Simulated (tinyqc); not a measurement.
Plane-wave Kohn-Sham cycle with exchange-only LDA in a layered model solid, step by step. One step of it, computed by the program tinyqc.

Problem. Iteration 1: Hamiltonian at one k. H(m,m') = (k + G_m)^2/2 delta + V(G_m - G_m'), with V(-G) = V(G).

A solid whose potential varies along x alone (atomic units):
```
parameter                      value
period a                   12.000000
cross-section of the cell  17.000000
electrons per cell                 2
grid points                       16
plane waves -n..n, n               3
k points                           1
V1 in V1 cos(2 pi x/a)     -0.420000
V2 in V2 cos(4 pi x/a)     -0.050000
```

V(G_m), m = 0, 1, 2, ... (hartree): -0.210761  -0.210000  -0.025000  0.000000  0.000000  0.000000  0.000000

k = 0.000000 2 pi / a

Give: H.

Solution.

H (hartree), lower triangle:
```
         -3       -2       -1       +0       +1       +2      +3
-3   1.0229
-2  -0.2100   0.3376
-1  -0.0250  -0.2100  -0.0737
+0   0.0000  -0.0250  -0.2100  -0.2108
+1   0.0000   0.0000  -0.0250  -0.2100  -0.0737
+2   0.0000   0.0000   0.0000  -0.0250  -0.2100   0.3376
+3   0.0000   0.0000   0.0000   0.0000  -0.0250  -0.2100  1.0229
```
